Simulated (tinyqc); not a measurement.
Current crowding under a contact, resistor ladder against the transmission-line model: two steps of the calculation.

A metal contact of length d and width W on a thin layer of the same width. The metal has no resistance, the sheet resistance under it equals Rsh, and current enters the layer at the front edge x = 0.

Inputs (values chosen for the exercise): sheet resistance of the semiconductor layer Rsh = 3400 ohm/sq; specific contact resistivity rc = 1.6e-6 ohm cm^2; contact length d = 0.35 um; contact width W = 35 um; cells n = 5; current I = 0.1 mA.

Problem 1. Voltages and the share of the current. Cut the contact into n cells of length hc = d/n. Neighbouring cell centres are joined by a = W/(Rsh hc), each centre joins the metal (0 V) by g = W hc/rc, and I enters cell 1 through half a cell: -a v_(i-1) + b_i v_i - a v_(i+1) = I for i = 1 and 0 otherwise, b_i = g + 2 a (g + a at both ends). Rc = v_1/I + 1/(2 a). Cell i passes g v_i to the metal.

a = 0.14705882 S
g = 0.015312500 S
b_i, cell 1 to 5 (S): [0.16237132, 0.30943015, 0.30943015, 0.30943015, 0.16237132]

Find: v_i; share of the current; Rc of the ladder.

Solution 1.

```
cell,v_i (mV),share of the current (%)
1,1.9735,30.220
2,1.4990,22.954
3,1.1806,18.078
4,0.9851,15.085
5,0.8922,13.662
```

Rc of the ladder = 23.135 ohm

The first cell passes 30.2 % of the current and the last 13.7 %; an even spread would give 20.0 % each.

Problem 2. The transmission-line result. Transfer length Lt = sqrt(rc/Rsh); front resistance Rc = (Rsh Lt/W) coth(d/Lt); end resistance Re = (Rsh Lt/W)/sinh(d/Lt). v(x) = I (Rsh Lt/W) cosh((d - x)/Lt)/sinh(d/Lt) at the cell centres x = (i - 1/2) d/n.

Wanted: Lt; Rc; Re; v(x).

Solution 2.

Lt = 0.21693 um
Rc = 22.815 ohm
Re = 8.7427 ohm
v(x), cell 1 to 5 (mV): [1.9698, 1.4937, 1.1745, 0.9787, 0.8857]

The ladder's Rc is 1.4 % above this value, with cells 0.32 Lt long.

Numbers from tinyqc (`OMP_NUM_THREADS=1 python tinyqc.py 2760044 2760045 out.jsonl`; about 0.01 s on one thread of a shared Intel Xeon 2.30GHz).
